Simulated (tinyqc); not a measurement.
Changing the photon flux entering: surface photovoltage measurement of the minority-carrier diffusion length in a wafer. Computed by tinyqc, a small Python program. Command: `OMP_NUM_THREADS=1 python tinyqc.py 3130117 3130118 out.jsonl spv sweep`. One thread of a shared host (Intel(R) Xeon(R) Processor @ 2.30GHz), about 0.01 s of CPU time with the checks.

Low injection, steady light, a depletion layer much thinner than 1/alpha and L. The excess density dn is taken at the front edge of the neutral region; light that reaches the back is lost.

Inputs (values chosen for the exercise, modelled on p-type silicon at room temperature):
```
quantity                                             value        unit
diffusion length L                                     470  micrometre
wafer thickness W                                      625  micrometre
diffusivity D                                         26.7      cm^2/s
front recombination velocity S_f                       170        cm/s
back recombination velocity S_b                     250000        cm/s
minority density at the surface barrier scale n_0  2.5e+08      1/cm^3
temperature T                                          298           K
wavelength                                             894          nm
```

Constants: k_B = 8.617333262e-05 eV/K.

Method:
- alpha = (84.732/lambda - 76.417)^2 per cm with lambda in micrometre (an empirical fit for silicon between 0.7 and 1.05 micrometre).
- Thick wafer: dn = Phi L/((S_f + D/L)(L + 1/alpha)). Finite wafer, with s = S_b L/D, w = W/L, a = alpha L: dn = [Phi a/(a^2 - 1)] [a - B - exp(-alpha W)(a - s)/(cosh w + s sinh w)]/(S_f + B D/L), B = (sinh w + s cosh w)/(cosh w + s sinh w).
- Photovoltage V = (k_B T/e) ln(1 + dn/n_0). Lifetime = L^2/D.

One run for each value:
```
photon flux entering (1/(cm^2 s))  photovoltage V (mV)  dn, finite wafer (1/cm^3)
1.00e+10                                          1.14                 1.1312e+07
1.00e+11                                          9.59                 1.1312e+08
1.00e+13                                         98.46                 1.1312e+10
1.00e+14                                        157.08                 1.1312e+11
1.00e+15                                        216.16                 1.1312e+12
1.00e+16                                        275.28                 1.1312e+13
```

Give the missing row, photon flux entering (1/(cm^2 s)) = 1.00e+12.

Computed row:
```
photon flux entering (1/(cm^2 s))  photovoltage V (mV)  dn, finite wafer (1/cm^3)
1.00e+12                                         43.89                 1.1312e+09
```

Interpolating between the two neighbouring rows (the first column on a logarithmic scale, the others too where they are positive) misses most in photovoltage V (mV), by 30 %. Over the rows, photovoltage V (mV) rises from 1.14 to 275 (exponent d ln y / d ln x 0.93 between the first rows and 0.11 between the last); dn, finite wafer (1/cm^3) rises from 1.13e7 to 1.13e13 (exponent d ln y / d ln x about 1.0 throughout).

Caution (rows 1.00e11, 1.00e12, 1.00e13, 1.00e14, 1.00e15, 1.00e16): dn is not small against n_0, so V is not linear in the flux; the constant-flux reading then needs dn, not V.

Extremes, crossings and ranges named in words are read from the listed rows.
